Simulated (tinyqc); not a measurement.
Kissinger analysis: growth of a silicide layer between metal and silicon: linear-parabolic kinetics, ramp anneals and Kissinger analysis. Computed by tinyqc, a small Python program. Command: `OMP_NUM_THREADS=1 python tinyqc.py 3003524 3003525 out.jsonl silicide walk`. One thread of a shared host (Intel(R) Xeon(R) Processor @ 2.30GHz), about 0.1 s of CPU time with the checks.

One compound layer of thickness x grows by diffusion through itself and reaction at an interface, dx/dt = 1/(2x/K + 1/v), until the metal is used up at x = a h.

Inputs (values chosen for the exercise, modelled on CoSi2):
```
quantity                                 value    unit
metal thickness h                           20      nm
silicide formed per metal thickness a     3.52       -
prefactor of the parabolic constant K  1.6e+14  nm^2/s
activation energy E of K                   2.4      eV
prefactor of the interface velocity v  4.7e+14    nm/s
activation energy E_v                     2.64      eV
```

Constants: k_B = 8.617333262e-05 eV/K.

Method:
- The silicide ends at the thickness a h.
- K = K0 exp(-E/(k_B T)), v = v0 exp(-E_v/(k_B T)).
- Temperatures in kelvin are T(C) + 273.15.
- Ramp from x = 0 at 100 C at the rate beta: dx/dT = (1/beta)/(2x/K + 1/v), integrated adaptively (tolerance 1e-9) until x = a h at T_f.
- Plot ln(beta/T_f^2) against 1/(k_B T_f), T_f in kelvin; minus the least-squares slope estimates the activation energy.

final thickness = 70.4 nm

Ramps:
```
beta (C/s)  T_f (C)  1/(k_B T_f) (1/eV)  ln(beta/T_f^2)
0.03         628.22              12.874         -17.114
0.1          662.14              12.407         -15.984
0.3          695.35              11.982         -14.955
1            734.51              11.516         -13.831
3            773.04              11.092         -12.807
10           818.71              10.628         -11.689
30           863.90              10.206         -10.671
```

Kissinger energy = 2.4145 eV

What does the comparison show, and why?

A thousandfold faster ramp raises the completion temperature by only 236 C. The fit gives 2.414 eV, against E = 2.4 eV for diffusion and E_v = 2.64 eV for the interface: diffusion controls. Caution: nucleation and competing phases are left out; disilicides such as CoSi2 and the low-resistance form of TiSi2 start by nucleation and follow this law at best in part.

Extremes, crossings and ranges named in words are read from the listed rows.
